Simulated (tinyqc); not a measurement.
# Resistance of a tapered via with liner, size effect and interface: via resistance against the sidewall angle

A round via whose diameter grows from db at the bottom as D(z) = db + 2 z/tan(ang). The fill, of diameter D - 2 tl, starts above the bottom liner (thickness fb tl) and has rho = rho0 (1 + ks lam/(D - 2 tl)); the sidewall liner conducts in parallel with it. The bottom liner and the interface are crossed over the full area pi db^2/4. Spreading in the lines above and below is left out.

Slices between z0 = fb tl and hv, evaluated at their midpoints: conductance per length pi/4 [(D - 2 tl)^2/rho + (D^2 - (D - 2 tl)^2)/rl], slice resistance = slice height over that. 2000 slices. R_fill = sum of the slices; R_bottom = rl fb tl/(pi db^2/4); R_interface = ri/(pi db^2/4); ballistic (Sharvin) limit 1/(Sb pi (db - 2 tl)^2/4); ideal cylinder rho0 hv/(pi db^2/4).

Values chosen for this exercise; fill metal close to tungsten:
- db = 37 nm (diameter at the bottom)
- hv = 120 nm (height)
- rho0 = 5.44 uohm cm (bulk resistivity of the fill)
- lam = 15.3 nm (mean free path of the fill)
- ks = 0.9 (size-effect factor)
- tl = 3.1 nm (liner on the sidewall)
- fb = 0.5 (liner at the bottom over that on the sidewall)
- rl = 210 uohm cm (resistivity of the liner)
- ri = 5.5e-13 ohm cm^2 (interface resistivity at the bottom)
- Sb = 9.1e14 S/m^2 (ballistic conductance per area, about 3/(4 rho0 lam))

The same in every row: R_bottom (ohm) = 3.027; R_interface (ohm) = 0.05115; ballistic limit (ohm) = 1.475.

Results:
```
ang (degrees)  R_fill (ohm)  R (ohm)  R over ideal cylinder  largest part
90                    12.31    15.39                  2.535          fill
88                    9.342    12.42                  2.046          fill
87                    8.325    11.40                  1.878          fill
86                    7.501    10.58                  1.743          fill
84                    6.250    9.328                  1.536          fill
82                    5.342    8.421                  1.387          fill
```

Estimate the missing row, ang = 89 degrees.

Computed row:
```
ang (degrees)  R_fill (ohm)  R (ohm)  R over ideal cylinder  largest part
89                    10.63    13.71                  2.258          fill
```

With this row back in the table: R falls from 15.4 to 8.42 ohm. The fill is the largest part at ang = 90 and in all other rows. The share of the two bottom terms goes from 20.0 to 36.6 %.

Program tinyqc, `OMP_NUM_THREADS=1 python tinyqc.py 2750185 2750186 out.jsonl`; Intel Xeon 2.30GHz, shared host, one thread, about 0.01 s.
